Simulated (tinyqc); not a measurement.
# Changing the temperature T

Model: competing polymorphs of an oxide film: bulk, surface, grain-boundary, dopant and field terms. Computed by tinyqc, a small Python program. Command: `OMP_NUM_THREADS=1 python tinyqc.py 3029044 3029045 out.jsonl polymorph sweep`. One thread of a shared host (Intel(R) Xeon(R) Processor @ 2.30GHz), about 0.01 s of CPU time with the checks.

Phases: monoclinic m (reference), polar orthorhombic o, tetragonal t. Free energies per formula unit (f.u.); 1 J/m^2 x angstrom^3/nm = 6.241509 meV.

Inputs (values chosen for the exercise, for a model oxide):
```
quantity,value,unit
energy of the polar phase o over m,73,meV/f.u.
energy of the tetragonal phase t over m,139,meV/f.u.
entropy of o over m,0.0078,meV/(f.u. K)
entropy of t over m,0.067,meV/(f.u. K)
surface energy of m,3.26,J/m^2
surface energy of o,2.78,J/m^2
surface energy of t,2.66,J/m^2
volume per formula unit Omega,34.3,angstrom^3
film thickness h,30,nm
grain radius R,4.3,nm
dopant content x,0.34,%
shift of o per % of dopant,-4.5,meV/f.u.
shift of t per % of dopant,-18,meV/f.u.
width sigma of ln R,0.32,-
interlayer thickness (SiO2),0.52,nm
```

Geometry: free particles.

permittivities of m, o, t: [17, 27, 36]

Method:
- Bulk term b = H - T S + (shift) x, zero for m. The undoped bulk turns from m to t at T = H_t/S_t.
- Area per volume: A = 3/R for a sphere; G = b + gamma Omega A.
- With G = b + gamma Omega A (b the bulk free energy per formula unit, A the area per volume), two phases i, j cross at A_ij = (b_j - b_i)/(Omega (gamma_i - gamma_j)); o has a window only if A_mo < A_ot.
- Grain radii are log-normal by volume with median R and width sigma; the share with A above A* is that with radius below R*, R* = 3/A* (all if A* <= 0), share = (1/2) erfc[-ln(R*/R)/(sqrt 2 sigma)]. Effective permittivity of a layer of thickness h built of such grains, taken in parallel: sum of share x eps; EOT = interlayer + 3.9 h/eps.

One run for each value:
```
temperature T (K),G(o) - G(m) (meV/f.u.),G(t) - G(o) (meV/f.u.),share of o,A_ot (1/nm)
200,-1.783,31.647,0.53063,1.9295
350,-2.953,22.767,0.54709,1.5839
500,-4.123,13.887,0.53692,1.2382
650,-5.293,5.007,0.37401,0.8926
800,-6.463,-3.873,0.00000,0.5469
950,-7.633,-12.753,0.00000,0.2012
1100,-8.803,-21.633,0.00000,-0.1444
1250,-9.973,-30.513,0.00000,-0.4901
1400,-11.143,-39.393,0.00000,-0.8357
```

Describe and explain the trends.

Over the rows, G(o) - G(m) (meV/f.u.) falls from -1.78 to -11.1; G(t) - G(o) (meV/f.u.) falls from 31.6 to -39.4; share of o goes from 0.531 through a maximum among these rows, 0.547 at 350, to 0. G(t) - G(o) falls by 0.059 meV per kelvin, the entropy excess of t over o, and changes sign between 650 and 800 K: of these two phases t is the lower when hot and o when cold.

Caution (all rows): this is an equilibrium ranking; real films often keep the phase that nucleates first on cooling from t.

Extremes, crossings and ranges named in words are read from the listed rows.
